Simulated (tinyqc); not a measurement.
Lattice vibrations of a chain, step by step. Computed by tinyqc, a small Python program that keeps every step. Command: `OMP_NUM_THREADS=1 python tinyqc.py 21077 21078 out.jsonl` (the two numbers bound the seeds that draw the settings). One thread of a shared host (Intel(R) Xeon(R) Processor @ 2.60GHz), about 0.01 s of CPU time with the checks.

## Dynamical matrix at q = 0.23

A chain moving along its axis:
```
atom   mass (u)  spring to the next atom (eV/angstrom^2)
1     68.100000                                 2.800000
2     90.600000                                 3.600000
3     50.500000                                 3.400000
```

q is in units of 2 pi/a. A spring k from atom i to atom j, n cells on, adds k to Phi_ii and Phi_jj, -k exp(2 pi i q n) to Phi_ij and the conjugate to Phi_ji (for one atom a cell: 2k (1 - cos 2 pi q n)); D_ij = Phi_ij / sqrt(m_i m_j).

D(q) (eV/(angstrom^2 u)):
```
[[0.091043, -0.035647, -0.007267+0.057520i],
 [-0.035647, 0.070640, -0.053222],
 [-0.007267-0.057520i, -0.053222, 0.138614]]
```

## Frequencies

omega^2 are the eigenvalues; wavenumber = 521.4708 sqrt(eigenvalue) 1/cm.

eigenvalues: [0.010493, 0.093332, 0.196471]

wavenumbers (1/cm): [53.4, 159.3, 231.1]

weights |e|^2 of the mass-weighted modes, order atom 1, atom 2, atom 3:
```
[[0.316331, 0.451798, 0.231872],
 [0.451678, 0.405557, 0.142765],
 [0.231991, 0.142645, 0.625364]]
```

## Dispersion and heat capacity

C/k_B per atom = mean over q = (j + 1/2)/80, j = 0..39 and all branches of y^2 e^y/(e^y - 1)^2, y = hc wavenumber / k_B T.

Wavenumbers (1/cm):
```
q           branch 1    branch 2    branch 3
0.000000    0.000000  177.602530  223.869495
0.062500   14.676460  175.996476  224.655406
0.125000   29.277269  171.508052  226.689301
0.187500   43.724431  164.811895  229.315117
0.250000   57.933337  156.506779  231.968890
0.312500   71.801345  147.018672  234.286761
0.375000   85.165690  136.691742  236.055888
0.437500   97.555065  126.093952  237.157193
0.500000  105.143581  119.097986  237.530433
```

Heat capacity:
```
T (K)  C/k_B per atom
20           0.132447
50           0.361750
100          0.678592
200          0.894462
300          0.950293
600          0.987116
1200         0.996749
```

zero-point energy per atom = 9.122552 meV
